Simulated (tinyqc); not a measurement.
Worked calculation: G0W0 on RHF in the sto-6g basis, for H3+, spin multiplicity 1. One step of it, computed by the program tinyqc.

Problem. Iteration 1: building the Fock matrix. J_ij = sum D_kl (ij|kl), K_ij = sum D_kl (ik|jl); F = H + J - 0.5 K; E = tr D H + tr D J / 2 - 0.25 tr D K + E_nn.

D at the start, lower triangle:
```
,1H 1s,2H 1s,3H 1s
1H 1s,0.627545
2H 1s,0.389651,0.241939
3H 1s,0.389094,0.241593,0.241248
```

core Hamiltonian H = T + V (hartree), lower triangle:
```
,1H 1s,2H 1s,3H 1s
1H 1s,-1.510962
2H 1s,-0.909760,-1.313225
3H 1s,-0.908984,-0.394031,-1.312906
```

Two-electron integrals (ij|kl) in chemists' order, unique and non-zero (hartree):
```
i,j,k,l,(ij|kl)
1,1,1,1,0.774999
2,1,1,1,0.316892
2,1,2,1,0.164648
2,2,1,1,0.483271
2,2,2,1,0.316892
2,2,2,2,0.774999
3,1,1,1,0.316566
3,1,2,1,0.130026
3,1,2,2,0.201368
3,1,3,1,0.164351
3,2,1,1,0.115827
3,2,2,1,0.057807
3,2,2,2,0.107719
3,2,3,1,0.057762
3,2,3,2,0.024099
3,3,1,1,0.483042
3,3,2,1,0.201482
3,3,2,2,0.318800
3,3,3,1,0.316566
3,3,3,2,0.107719
3,3,3,3,0.774999
```

nuclear repulsion = 1.39796738 hartree

Give: Coulomb J; exchange K; Fock matrix F; total energy of this density.

Solution.

Coulomb J (hartree), lower triangle:
```
,1H 1s,2H 1s,3H 1s
1H 1s,1.269
2H 1s,0.582,1.023
3H 1s,0.581,0.226,1.023
```

exchange K (hartree), lower triangle:
```
,1H 1s,2H 1s,3H 1s
1H 1s,1.122
2H 1s,0.700,0.641
3H 1s,0.699,0.418,0.639
```

Fock matrix F (hartree), lower triangle:
```
,1H 1s,2H 1s,3H 1s
1H 1s,-0.803
2H 1s,-0.678,-0.610
3H 1s,-0.678,-0.377,-0.610
```

total energy of this density = -1.21508 hartree
